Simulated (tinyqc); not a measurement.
Gap and superfluid density against temperature: BCS gap equation with a constant attraction inside the Debye window. Computed by tinyqc, a small Python program. Command: `OMP_NUM_THREADS=1 python tinyqc.py 3005251 3005252 out.jsonl bcs walk`. One thread of a shared host (Intel(R) Xeon(R) Processor @ 2.30GHz), about 0.01 s of CPU time with the checks.

Pairs attract with strength V for |xi| < k_B Theta; N(0) is the density of states for one spin. Energies are given as temperatures (E/k_B, in K) unless marked.

Inputs (values chosen for the exercise, modelled on titanium nitride): coupling N(0)V = 0.213; Debye temperature Theta = 546 K.

Solver: secant.

Constants: k_B = 8.617333262e-05 eV/K.

Method:
- At T = 0 the gap equation 1/(N(0)V) = int_0^Theta d xi/sqrt(xi^2 + Delta^2) has the integral arcsinh(Theta/Delta), so Delta_0 = Theta/sinh(1/(N(0)V)); weak coupling gives 2 Theta exp(-1/(N(0)V)).
- Gap equation: 1/(N(0)V) = I(Delta, T) = int_0^Theta tanh(E/2T)/E d xi, E = sqrt(xi^2 + Delta^2); 64 Gauss-Legendre points in y with xi = max(Delta, T) sinh(y).
- T_c solves I(0, T_c) = 1/(N(0)V); the weak-coupling form is T_c = (2 e^C/pi) Theta exp(-1/(N(0)V)) with Euler's C = 0.5772157, and 2 Delta_0/T_c then tends to 2 pi e^-C = 3.528.
- Interpolation tanh(1.74 sqrt(T_c/T - 1)); near T_c, 1.74 sqrt(1 - T/T_c). Clean-limit superfluid fraction 1 - (1/2T) int_0^(40 T) cosh^-2(E/2T) d xi (64 points); two-fluid rule 1 - (T/T_c)^4.

T_c = 5.65996 K

Delta_0 = 9.98430 K

Reduced quantities:
```
T/T_c  Delta/Delta_0  tanh form  square-root form  superfluid fraction  two-fluid rule
0.10         1.00000    0.99994            1.6507              1.00000         0.99990
0.20         0.99988    0.99810            1.5563              0.99885         0.99840
0.30         0.99712    0.99022            1.4558              0.98177         0.99190
0.40         0.98504    0.97221            1.3478              0.92795         0.97440
0.50         0.95689    0.94023            1.2304              0.83408         0.93750
0.60         0.90701    0.88975            1.1005              0.70673         0.87040
0.70         0.82879    0.81411            0.9530              0.55378         0.75990
0.80         0.71106    0.70137            0.7782              0.38184         0.59040
0.90         0.52636    0.52267            0.5502              0.19599         0.34390
0.95         0.38033    0.37925            0.3891              0.09907         0.18549
0.98         0.24359    0.24358            0.2461              0.03986         0.07763
```

The tanh form misses the gap by at most about 0.017 (at T/T_c = 0.6); the square-root form is within 3 % only from T/T_c = 0.95. The gap keeps 99 % of Delta_0 up to T/T_c = 0.3, since quasiparticles are exponentially few. The two-fluid rule exceeds the BCS superfluid fraction most, by 0.21, at T/T_c = 0.8.
